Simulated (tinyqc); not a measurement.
Time-domain thermoreflectance: layered heat flow under a modulated pulse train, and what the signal ratio measures. From ratio -V_in/V_out back to substrate conductivity kappa. Computed by tinyqc, a small Python program. Command: `OMP_NUM_THREADS=1 python tinyqc.py 3110575 3110576 out.jsonl tdtr inv`. One thread of a shared host (Intel(R) Xeon(R) Processor @ 2.30GHz), about 0.5 s of CPU time with the checks.

Pulses repeat at 80 MHz; heat is laid down at the surface, all layers are isotropic, and the film is in perfect contact with the substrate.

Inputs (values chosen for the exercise, modelled on aluminium on sapphire):
```
quantity                                value        unit
metal thickness d                          84          nm
metal conductivity                        140     W/(m K)
metal heat capacity                      2.42  MJ/(m^3 K)
boundary conductance G under the metal     99  MW/(m^2 K)
film thickness                             71          nm
film conductivity                         9.1     W/(m K)
film heat capacity                          3  MJ/(m^3 K)
substrate heat capacity C                3.08  MJ/(m^3 K)
modulation frequency f                      5         MHz
spot radius w (1/e^2, pump and probe)      15  micrometre
delay t                                  2300          ps
```

Stack: metal, film, substrate.

Method:
- For radial wave number k and angular frequency W each layer has u = sqrt(4 pi^2 k^2 + i W C/kappa) and gamma = kappa u. Surface impedance from below: Z = 1/gamma for the substrate; a layer of thickness L maps Z to (Z + tanh(u L)/gamma)/(1 + gamma Z tanh(u L)); a boundary adds 1/G.
- Response per absorbed watt H(W) = 2 pi int_0^(2/w) Z(k, W) exp(-pi^2 k^2 w^2) k dk by 20 Gauss-Legendre points.
- Signal: X + iY = sum_(m = -M..M) H(2 pi (f + m f_r)) exp(i 2 pi m f_r t) exp(-pi (m/M)^2 x 4), f_r = 80 MHz, M = 4000, with H(-W) the complex conjugate of H(W); V_in = X, V_out = Y, ratio = -V_in/V_out.

Problem. A run gave the result below. Find the substrate conductivity kappa, known to lie between 31 and 52 W/(m K).

ratio -V_in/V_out = 2.365103

Solution.

Each step takes the trial c = (a f_b - b f_a)/(f_b - f_a), f being the result less the target and a, b, c the logarithms of the listed values; c replaces end b, the old b replaces a if the sign of f changed, and otherwise f_a is halved.

Scan of the range:
```
substrate conductivity kappa (W/(m K))  ratio -V_in/V_out
31.0                                              2.26525
33.8                                              2.33069
36.8                                              2.39679
40.1                                              2.46531
43.8                                              2.53763
47.7                                              2.60935
52.0                                              2.68379
```

False position (Illinois rule, in the logarithm of the input) inside the bracket:
```
step    end a    end b    trial  ratio -V_in/V_out
1     33.8000  36.8000  35.3301            2.36489
2     36.8000  35.3301  35.3399            2.36510
3     36.8000  35.3399  35.3401            2.36510
4     35.3399  35.3401  35.3400            2.36510
```

Ratio -V_in/V_out rises at every point of a 13-point scan of the range (every second point is shown), so one value fits; it is bracketed by 33.8 and 36.8. Answer: substrate conductivity kappa = 35.34 W/(m K).
